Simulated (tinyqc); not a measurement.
Metal gate on a two-layer dielectric stack with fixed charge and a dipole: two steps of the calculation.

Gate, layer 2, layer 1, p-type semiconductor; x runs from the gate inwards. Charges are counted in units of +q. psi is the band bending at the surface, positive towards inversion. Classical charge, Boltzmann statistics, no interface traps.

Inputs (values chosen for the exercise); band and dielectric values close to those of In0.53Ga0.47As, layer 1 close to silicon nitride, layer 2 close to hafnium oxide: temperature T = 300 K; band gap Eg = 0.754 eV; relative permittivity eps_r = 13.7; valence-band density of states at T Nv = 7.61e18 cm^-3; electron affinity chi = 4.49 eV; acceptor density Na = 1.3e18 cm^-3; work function of the gate metal pM = 4.17 eV; thickness of layer 1, next to the semiconductor t1 = 1.5 nm; relative permittivity of layer 1 e1 = 7.57; thickness of layer 2, next to the gate t2 = 1.6 nm; relative permittivity of layer 2 e2 = 21.8; fixed charge at the semiconductor interface Q1 = 8.8e11 cm^-2; fixed charge between the layers Q2 = -1.6e11 cm^-2; uniform charge density in layer 1 r1 = 1e18 cm^-3; uniform charge density in layer 2 r2 = 0 cm^-3; flat-band shift by a dipole layer between the layers Vd = -0.28 V; band bending psi of the working point ps = 0.488 V.

Constants: q = 1.602176634e-19 C, kB = 1.380649e-23 J/K, Vt = kB T/q, eps0 = 8.8541878128e-14 F/cm where lengths are in cm. Results are converted to the units shown.

Problem 1. Flat-band voltage, term by term. EOT = 3.9 (t1/e1 + t2/e2), Cox = eps0/(t1/e1 + t2/e2); phi_ms = pM - (chi + Eg - Vt ln(Nv/Na)). Vfb = phi_ms + Vd - (q/eps0) [Q1 (t1/e1 + t2/e2) + Q2 t2/e2 + r1 (t1^2/(2 e1) + t1 t2/e2) + r2 t2^2/(2 e2)]: each charge counts with its electrical distance from the gate.

Give: terms; Vfb.

Solution 1.

terms (V): phi_ms -1.028, dipole -0.280, Q1 -0.043, Q2 0.002, r1 -0.005, r2 0.000
Vfb = -1.354 V

Apart from phi_ms the largest term is that of dipole, -280 mV; all charges and the dipole together move Vfb by -326 mV.

Problem 2. Fields and voltage drops. Gauss: D = -Qs just inside the semiconductor; going towards the gate subtract q Q1, then q r1 t1, q Q2 and q r2 t2. Field = D/(eps0 e); the drop over a layer is its mean field times its thickness; Vg = phi_ms + Vd + psi + both drops.

Qs = -0.48324509 uC/cm^2

Wanted: D; field; drop over layer 2; drop over layer 1; Vg.

Solution 2.

| place | D (uC/cm^2) | field (MV/cm) |
|---|---|---|
| layer 2, gate side | 0.3439 | 0.1781 |
| layer 2, inner side | 0.3439 | 0.1781 |
| layer 1, outer side | 0.3182 | 0.4748 |
| layer 1, semiconductor side | 0.3423 | 0.5106 |
| semiconductor surface | 0.4832 | 0.3984 |

drop over layer 2 = 0.02850 V
drop over layer 1 = 0.07390 V
Vg = -0.7179 V

The same Vg follows from Vfb + psi - Qs/Cox. The largest field, 0.511 MV/cm in size, is at: layer 1, semiconductor side.

Range of the model: The acceptor density exceeds a tenth of Nv, where Boltzmann statistics begin to fail.

tinyqc, about 0.01 s, one thread, Intel Xeon 2.30GHz (shared host): `OMP_NUM_THREADS=1 python tinyqc.py 2010011 2010012 out.jsonl`
